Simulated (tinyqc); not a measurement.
Decay of LO phonons and the hot-phonon bottleneck in the cooling of electrons: one step, computed by the program tinyqc. Command: `OMP_NUM_THREADS=1 python tinyqc.py 3012837 3012838 out.jsonl hotphonon walk`. One thread of a shared host (Intel(R) Xeon(R) Processor @ 2.30GHz), about 0.01 s of CPU time with the checks.

n(E, T) = 1/(exp(E/(k_B T)) - 1) is the Bose occupation. Electrons have a temperature T_e; the LO modes within their reach share one occupation N; the decay products stay at the lattice temperature.

Question. Lifetime and Raman width. Decay rate 1/tau = (1/tau_0) [1 + n(f hbar omega) + n((1 - f) hbar omega)]. Full width Gamma = 1/(2 pi c tau) in 1/cm, c in cm/s.

Inputs (values chosen for the exercise, modelled on indium arsenide):
```
quantity                                     value  unit
LO energy hbar omega                          30.5   meV
lifetime at T = 0, tau_0                       9.6    ps
share f of the energy in the softer product   0.19     -
lattice temperature T                          300     K
```

Decay channel: two unequal phonons (Ridley).

Constants: k_B = 8.617333262e-05 eV/K; c = 299792458 m/s.

Give: thermal factor tau_0/tau; phonon lifetime tau; Raman width Gamma; equilibrium LO occupation N_0.

Answer.

thermal factor tau_0/tau = 5.6046

phonon lifetime tau = 1.7129 ps

Raman width Gamma = 3.0994 1/cm

equilibrium LO occupation N_0 = 0.44371

Stimulated decay shortens the lifetime by 82 %.
